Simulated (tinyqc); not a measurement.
Decay of LO phonons and the hot-phonon bottleneck in the cooling of electrons: one step, computed by the program tinyqc. Command: `OMP_NUM_THREADS=1 python tinyqc.py 3007165 3007166 out.jsonl hotphonon walk`. One thread of a shared host (Intel(R) Xeon(R) Processor @ 2.30GHz), about 0.01 s of CPU time with the checks.

n(E, T) = 1/(exp(E/(k_B T)) - 1) is the Bose occupation. Electrons have a temperature T_e; the LO modes within their reach share one occupation N; the decay products stay at the lattice temperature.

Question. Electron and phonon temperatures in closed form. Net emission per electron: [(N + 1) x - N]/tau_sp with x = exp(-hbar omega/(k_B T_e)), a simple two-level balance; steady state of the modes: n [(N + 1) x - N]/tau_sp = N_m (N - N_0)/tau; power per electron P = hbar omega [(N + 1) x - N]/tau_sp. With p = P tau_sp/(hbar omega): N = N_0 + r p and x = (p + N)/(N + 1); without hot phonons N = N_0. The mode temperature T_LO solves n(hbar omega, T_LO) = N.

Inputs (values chosen for the exercise, modelled on indium arsenide):
```
quantity                         value    unit
LO energy hbar omega              30.6     meV
lattice temperature T              400       K
electron mass m*                0.0265     m_0
electron density n             8.9e+17  1/cm^3
power supplied per electron P      6.5      nW
```

Decay channel: two unequal phonons (Ridley).

emission time tau_sp = 175.9405 fs

equilibrium LO occupation N_0 = 0.6994738

bottleneck ratio r = 0.1991048

Constants: e = 1.602176634e-19 C; k_B = 8.617333262e-05 eV/K.

Give: reduced power p; LO occupation N; electron temperature T_e; T_e without hot phonons; mode temperature T_LO.

Answer.

reduced power p = 0.2333

LO occupation N = 0.7459

electron temperature T_e = 614.0 K

T_e without hot phonons = 591.9 K

mode temperature T_LO = 417.6 K

Caution: the electrons are degenerate; Pauli blocking and the Fermi energy, left out here, matter.
